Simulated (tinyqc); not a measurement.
What moves the results: optical transitions of a finite quantum well. A value that a table varies takes the place of the one given here.

Each carrier sees a square well of width L with its own depth V and masses m (inside), mb (outside); c = hbar^2/2m0, k = sqrt(m E/c), kappa = sqrt(mb (V - E)/c), and level n solves k L + 2 atan[(k/m)/(kappa/mb)] = n pi. The envelope is cos(kz) for odd n and sin(kz) for even n inside, joins exp(-kappa (|z| - L/2)) outside, and is normalised to 1. Excitons and band mixing are left out.

Constants: hbar^2/2m0 = 3.80998211 eV angstrom^2; e^2/(4 pi eps0) = 14.39964547 eV angstrom; hc = 1239.841984 eV nm.

Parameters, chosen for this exercise (near those of an InGaAs well in InP; shifted at random, so the results belong to these values and not to a real crystal): L = 108 angstrom (well width); Vc = 0.264 eV (conduction offset); me = 0.04 m0 (electron, well); meb = 0.0831 m0 (electron, barrier); eps = 11.2 (background dielectric constant); Nss = (0.069, 0.17, 0.34, 0.69, 1, 1.4, 2.1) x 1e12/cm^2 (sheet densities); Eg = 0.813 eV (gap of the well); Vv = 0.36 eV (valence offset); mh = 0.388 m0 (heavy hole along z, well); mhb = 0.538 m0 (heavy hole, barrier); ml = 0.0523 m0 (light hole along z, well); mlb = 0.1214 m0 (light hole, barrier); Ls = (39, 50, 64, 76, 96, 143, 204) angstrom (widths).

## Depolarisation shift

The collective line lies at E12 sqrt(1 + a), a = 8 pi q (n1 - n2) S/(eps E12), q = e^2/(4 pi eps0), S = integral over z of (integral up to z of psi_1 psi_2)^2. Zero temperature with the mass me in both subbands: n1 - n2 = Ns until Ns reaches D E12, D = me/(2 pi c), and D E12 beyond. 1e12/cm^2 = 1e-4/angstrom^2; exchange and the static band bending by the charge are left out.

Line position:
```
Ns (1e12/cm^2)  n1 - n2       a  line (meV)  shift (meV)
0.069             0.069  0.0177      112.28         0.98
0.17              0.170  0.0436      113.71         2.40
0.34              0.340  0.0873      116.06         4.76
0.69              0.690  0.1772      120.76         9.46
1.0               1.000  0.2567      124.78        13.47
1.4               1.400  0.3594      129.77        18.47
2.1               1.860  0.4775      135.29        23.99
```

S = 8.844 angstrom
E12 = 111.30 meV

The upward shift grows from 0.98 to 23.99 meV, 21.6 % of E12 at most. It stops moving once e2 starts to fill, at Ns = 1.86 e12/cm^2. For small a the shift is a E12/2, linear in Ns; in the last row that rule gives 26.57 meV. S/L = 0.0819, against 5/(9 pi^2) = 0.0563 for hard walls.

## Width of the well

Edge wavelength hc/(Eg + e1 + hh1), squared e1-hh1 overlap, lh1 - hh1, and the 1-2 intersubband energy with f_12 = (m1/c) E12 z_12^2, 1/m1 = <1|1/m|1> (dash: e2 unbound).

Results:
```
L (angstrom)  edge (nm)  overlap^2  lh1 - hh1 (meV)  E12 (meV)   f_12
39               1287.0     0.8299             76.6          -      -
50               1336.3     0.8663             61.7          -      -
64               1379.6     0.8959             47.9      189.8  0.618
76               1405.8     0.9133             39.3      169.1  0.929
96               1436.0     0.9334             29.4      129.9  0.972
143              1473.8     0.9593             16.8       74.5  0.967
204              1495.3     0.9751              9.7       42.9  0.962
```

The edge tunes from 1287 to 1495 nm, towards hc/Eg = 1525 nm, while the overlap goes from 0.830 to 0.975. e2 binds at L = pi sqrt(c/(me Vc)) = 59.7 angstrom; f_12 starts from zero there and is 0.618 at 64 angstrom, the rest going to the continuum; among the widths listed it peaks at 0.972 (96 angstrom) and is 0.962 in the widest well, against 0.961 for hard walls.

## What each parameter does

Edge wavelength hc/(Eg + e1 + hh1), squared overlap of e1 and hh1, and the confinement energies. Each row changes one parameter from the base and keeps the others.

Results:
```
case             edge (nm)  overlap^2  e1 (meV)  hh1 (meV)
base                1448.9     0.9421      36.0        6.7
L = 97 angstrom     1437.2     0.9342      41.6        8.1
Eg = 0.829 eV       1422.3     0.9421      36.0        6.7
Vc = 0.304 eV       1446.1     0.9498      37.7        6.7
Vv = 0.432 eV       1448.7     0.9380      36.0        6.8
me = 0.044 m0       1451.2     0.9486      34.6        6.7
mh = 0.33 m0        1447.3     0.9480      36.0        7.6
meb = 0.0997 m0     1451.9     0.9398      34.2        6.7
```

The largest shifts from the base row, up to three for each result and ties (the steps differ in size, so this ranks the rows, not the parameters). edge (nm): Eg -26.6, L -11.7, meb +3.1. overlap^2: L -0.0079, Vc +0.0078, me +0.0066; unchanged at the printed digits by Eg. e1 (meV): L +5.5, meb -1.8, Vc +1.6; unchanged at the printed digits by Eg, Vv and mh. hh1 (meV): L +1.4, mh +0.9, Vv +0.1; unchanged at the printed digits by Eg, Vc, me and meb.

(tinyqc, `OMP_NUM_THREADS=1 python tinyqc.py 1251699 1251700 out.jsonl`, Intel(R) Xeon(R) Processor @ 2.30GHz, 1 thread, shared host, about 0.06 s.)
